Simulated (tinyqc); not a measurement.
Narrowing against degeneracy: heavy doping: gap narrowing, degeneracy and the minority density.

F_j(eta) = (1/Gamma(j + 1)) integral_0^infinity x^j dx/(1 + exp(x - eta)), which tends to exp(eta) for eta << 0.

Empirical narrowing (Slotboom form, constants chosen for the exercise; published fits of this form give the apparent narrowing, here it is taken as the true one): dEg = E0 [ln(N/N0) + sqrt(ln(N/N0)^2 + C)].

Majority: N = Nc F_1/2(eta), eta the distance of EF beyond the majority band edge in kT. Degeneracy factor gam = F_1/2(eta)/exp(eta). ni0^2 = Nc Nv exp(-Eg/kT); product n p = ni0^2 gam exp(dEg/kT), dEg the true narrowing; apparent narrowing dEa = dEg + kT ln gam; minority density = n p/N.

Constants: kB = 8.617333262e-05 eV/K.

Inputs chosen for the exercise (gap and densities of states near those of Ge at this temperature; narrowing constants of the size fitted for Si, not for this material; the results hold for these values, not for the real material): Eg = 0.601 eV (gap); Nc = 1.9e+19 1/cm^3 (conduction-band density of states); Nv = 9.23e+18 1/cm^3 (valence-band density of states); T = 450 K; E0 = 8.94 meV (narrowing scale); N0 = 1.6e+17 1/cm^3 (onset density); C = 0.5 (smoothing constant).

N takes the values listed; the last column is N over the factor gam exp(dEg/kT), the doping that a simple model would need to give the same minority density.

Results:
```
N (1/cm^3)    eta      gam  dEg (meV)  dEa (meV)  minority (1/cm^3)  effective doping (1/cm^3)
6.0e+16     -5.76    0.999        2.0        2.0           5.72e+14                   5.70e+16
2.0e+17     -4.55    0.996        8.6        8.5           2.03e+14                   1.61e+17
6.0e+17     -3.44    0.989       25.2       24.8           1.03e+14                   3.17e+17
2.0e+18     -2.21    0.964       46.0       44.6           5.14e+13                   6.33e+17
6.0e+18     -1.04    0.895       65.4       61.1           2.63e+13                   1.24e+18
2.0e+19      0.42    0.693       86.8       72.6           1.06e+13                   3.08e+18
6.0e+19      2.22    0.343      106.3       64.8           2.89e+12                   1.13e+19
2.0e+20      5.66   0.0368      127.8       -0.3           1.62e+11                   2.01e+20
4.0e+20      9.13  0.00229      140.2      -95.6           6.93e+09                   4.70e+21
```

dEg grows steadily to 140.2 meV, while the apparent value peaks at 72.6 meV for N = 2e+19 and falls to -95.6 meV as the Fermi level enters the band. N grows by a factor 33 from the third to the sixth row and the effective doping by 9.7: net of degeneracy, narrowing takes away 71 % of the factor gained by heavier doping.

Computed by tinyqc, a small Python program: `OMP_NUM_THREADS=1 python tinyqc.py 1681990 1681991 out.jsonl` (the numbers bound the seed that draws the inputs); one thread of a shared host (Intel(R) Xeon(R) Processor @ 2.30GHz), about 0.01 s for the whole set of steps.
